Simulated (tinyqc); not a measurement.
Epitaxial growth on a vicinal surface: Burton-Cabrera-Frank step flow, step-edge barrier and island nucleation: one step, computed by the program tinyqc. Command: `OMP_NUM_THREADS=1 python tinyqc.py 3016465 3016466 out.jsonl stepflow walk`. One thread of a shared host (Intel(R) Xeon(R) Processor @ 2.30GHz), about 0.01 s of CPU time with the checks.

Adatoms land at rate F, hop on a square grid (a simplification for hexagonal faces), desorb, or join steps. Lengths are in units of a and n is the adatom coverage. Steps ascend at x = 0 and descend at x = l.

Problem. Scales. D = nu exp(-E_d/(k_B T)) (a^2/s, nu counted per direction); tau = exp(E_a/(k_B T))/nu; x_s = sqrt(D tau); n_eq = exp(-E_f/(k_B T)); terrace width l = h/(a tan(miscut)); Schwoebel length l_s = exp(E_s/(k_B T)) - 1. Temperatures in kelvin are T(C) + 273.15.

Inputs (values chosen for the exercise, close to those used for Si(001)):
```
quantity                     value      unit
site spacing a                3.84  angstrom
step height h                 1.36  angstrom
diffusion barrier E_d        0.719        eV
desorption energy E_a         2.83        eV
adatom formation energy E_f   1.29        eV
step-edge barrier E_s        0.096        eV
attempt frequency nu             5       THz
miscut angle                     8   degrees
temperature T                  550         C
```

Constants: k_B = 8.617333262e-05 eV/K.

Give: D; lifetime tau; diffusion length x_s; equilibrium coverage n_eq; terrace width l; Schwoebel length l_s.

Solution.

D = 1.981e+08 a^2/s

lifetime tau = 42447 s

diffusion length x_s = 2.900e+06 a

equilibrium coverage n_eq = 1.264e-08

terrace width l = 2.520 a

Schwoebel length l_s = 2.870 a

l/x_s = 8.69e-7: nearly every adatom reaches a step.
